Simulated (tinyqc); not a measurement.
# Via and link resistance from two via chains

Question. A chain of 2000 vias joined by 2000 metal links has R = 2000 (Rv + Rlink), with Rlink proportional to the link length. Find Rv, Rlink for length L, and the value of Rv that the short chain would give if the links were ignored.

resistance of chains of 2000 links with link lengths L and 3 L (ohm): 48600  1.286e5

Solution. R per link is a straight line in the link length; its intercept at zero length is Rv.

Rv = 4.300 ohm
Rlink = 20.00 ohm
Rv without correction = 24.30 ohm

Computed by the program tinyqc: `OMP_NUM_THREADS=1 python tinyqc.py 2750036 2750037 out.jsonl`, one thread of a shared Intel Xeon 2.30GHz, about 0.01 s for the whole run.
